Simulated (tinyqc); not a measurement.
Phonon transmission through an interface between two chains by Green functions: one step, computed by the program tinyqc. Command: `OMP_NUM_THREADS=1 python tinyqc.py 3008338 3008339 out.jsonl agf walk`. One thread of a shared host (Intel(R) Xeon(R) Processor @ 2.30GHz), about 0.01 s of CPU time with the checks.

Two semi-infinite chains (masses m_1, m_2; springs k_1, k_2), motion along the chain. The central region holds the end atom of each chain, joined by springs k_b. lambda = omega^2 in eV/(angstrom^2 u); nu = 15.6333042 THz x sqrt(lambda).

Task: Transmission at the probe frequency. A = lambda M - K - Sigma over the central atoms, with K_ii the sum of the springs at i, K_(i,i+1) = -k_b; G = inverse of A; transmission = Gamma_1 Gamma_2 |G_(first,last)|^2.

Atoms in the interlayer: none.

A (complex symmetric) (eV/angstrom^2):
```
                    end of 1            end of 2
end of 1  0.705189+2.703101i            0.639000
end of 2            0.639000  0.595944+2.257036i
```

Gamma_1 = 5.406203 eV/angstrom^2

Gamma_2 = 4.514073 eV/angstrom^2

Give: G_(first,last); transmission.

Result:

G_(first,last) = 0.08220+0.04323i angstrom^2/eV

transmission = 0.2105
